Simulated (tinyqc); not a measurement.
Bulk, dangling and hydrogenated hybrids across the gap: Weaire-Thorpe hybrids on a Bethe lattice: gap and dangling bond of an amorphous tetrahedral solid.

Four sp3 hybrids an atom at energy 0, coupled by -V1 on the atom and by -V2 along a bond; the bonds form a tree (no rings). For any network the gap runs at least from -V2 + V1 to V2 - 3 V1, and p-like states pile up at -V2 + V1 and V2 + V1. On the tree the gap is wider: it ends at Ec = -V1 + sqrt(V2^2 + 4 V1^2 - 2 sqrt3 V1 V2), which makes it well wider than the gaps of the real glasses. A branch seen from a hybrid has the self-energy S = V2^2 g, where g is the Green function of the hybrid across the bond, whose three partners carry S themselves. With a = z - V1, b = a - S: g = 1/(a + V1 b/(b + 3 V1)), z = E + i eta. A full atom has G = (1/b)(b + 3 V1)/(b + 4 V1) per hybrid; a dangling hybrid with shift dh has G = 1/(1/g - dh).

Values chosen for the exercise (of the size of tabulated hybrid energies for amorphous silicon; the results hold for these values, not for the real material):
- V1 = 1.71 eV (coupling of two hybrids on one atom)
- V2 = 4.57 eV (coupling of the two hybrids of a bond)
- eta = 0.02 eV (broadening)
- dh = -0.15 eV (shift of the dangling hybrid (rehybridisation))
- VH = 4.18 eV (coupling to a hydrogen atom)
- eH = -4.15 eV (hydrogen level)
- E1s = -4.1 eV (first energy)
- dE = 0.49 eV (step)

edges (eV): Ev -2.86000, Ec(bound) -0.56000, Ec(tree) 0.63742

Thirteen energies E1s + j dE. With hydrogen the hybrid gains the self-energy VH^2/(z - eH) and dh = 0.

Density per hybrid (1/eV):
```
E (eV),bulk,dangling,with hydrogen
-4.10,0.0105,0.0064,0.0003
-3.61,0.0032,0.0006,0.0003
-3.12,0.0236,0.0006,0.0002
-2.63,0.0300,0.0007,0.0002
-2.14,0.0032,0.0010,0.0003
-1.65,0.0013,0.0017,0.0003
-1.16,0.0007,0.0035,0.0004
-0.67,0.0005,0.0115,0.0005
-0.18,0.0005,0.4349,0.0008
0.31,0.0007,0.0250,0.0017
0.80,0.0178,0.0564,0.0688
1.29,0.0300,0.0719,0.1221
1.78,0.0352,0.0703,0.1449
```

Between Ev = -2.86 and Ec = 0.64 eV the bulk density is a broadening tail (least 0.0005). The dangling hybrid reaches 0.435 at -0.18 eV among these rows; its level lies at -0.088 eV, and the peak there, of width eta, is far higher unless a row falls on it. With hydrogen the largest value on the rows inside the gap, more than 0.05 eV from an edge, is 0.0017, and 1/g = VH^2/(E - eH) has no root in the gap: the state has gone into a bonding level below and an antibonding one above.

Program tinyqc; command `OMP_NUM_THREADS=1 python tinyqc.py 1451567 1451568 out.jsonl`; about 0.02 s on one thread of a shared Intel(R) Xeon(R) Processor @ 2.30GHz.
